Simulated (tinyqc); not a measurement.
Round or elliptic silicon nanowire with anisotropic valleys (Ritz method): one step. Lowest level in this basis. Three cases, with inputs chosen for the exercise.

Problem. Solve H p = E S p for the wire level; give E, the ratios p2/p1 and p3/p1, and H11/S11.

Case 1.

S, rows 1, u^2, v^2 and columns alike:
```
[[1.04719755, 0.13089969, 0.13089969],
 [0.13089969, 0.03926991, 0.01308997],
 [0.13089969, 0.01308997, 0.03926991]]
```

H (meV), rows 1, u^2, v^2 and columns alike:
```
[[198.353861, 33.058977, 33.058977],
 [33.058977, 16.371650, 4.132372],
 [33.058977, 4.132372, 41.481560]]
```

Case 2.

S, rows 1, u^2, v^2 and columns alike:
```
[[1.04719755, 0.13089969, 0.13089969],
 [0.13089969, 0.03926991, 0.01308997],
 [0.13089969, 0.01308997, 0.03926991]]
```

H (meV), rows 1, u^2, v^2 and columns alike:
```
[[169.269335, 28.211556, 28.211556],
 [28.211556, 21.630442, 3.526444],
 [28.211556, 3.526444, 27.739780]]
```

Case 3.

S, rows 1, u^2, v^2 and columns alike:
```
[[1.04719755, 0.13089969, 0.13089969],
 [0.13089969, 0.03926991, 0.01308997],
 [0.13089969, 0.01308997, 0.03926991]]
```

H (meV), rows 1, u^2, v^2 and columns alike:
```
[[98.250096, 16.375016, 16.375016],
 [16.375016, 17.124020, 2.046877],
 [16.375016, 2.046877, 11.532258]]
```

Give: E; ratios; one function.

Solution.

Case 1.

E = 178.0 meV

ratios: [-1.00, -0.23]

one function = 189.4 meV

The two added functions lower the level by 11.4 meV (6.0 %), mostly by narrowing the state along u, the direction in which the stretched ellipse is long.

Case 2.

E = 155.6 meV

ratios: [-0.47, -0.33]

one function = 161.6 meV

The two added functions lower the level by 6.0 meV (3.7 %), mostly by narrowing the state along u, the direction in which the stretched ellipse is long.

Case 3.

E = 90.1 meV

ratios: [-0.30, -0.54]

one function = 93.8 meV

The two added functions lower the level by 3.7 meV (3.9 %), mostly by narrowing the state along v, the direction in which the stretched ellipse is long.

Computed by tinyqc, one run a case: `OMP_NUM_THREADS=1 python tinyqc.py N N+1 out.jsonl` with N = 1281235, 1281238, 1281283; one thread of a shared Intel(R) Xeon(R) Processor @ 2.30GHz, about 0.07 s a run at most.
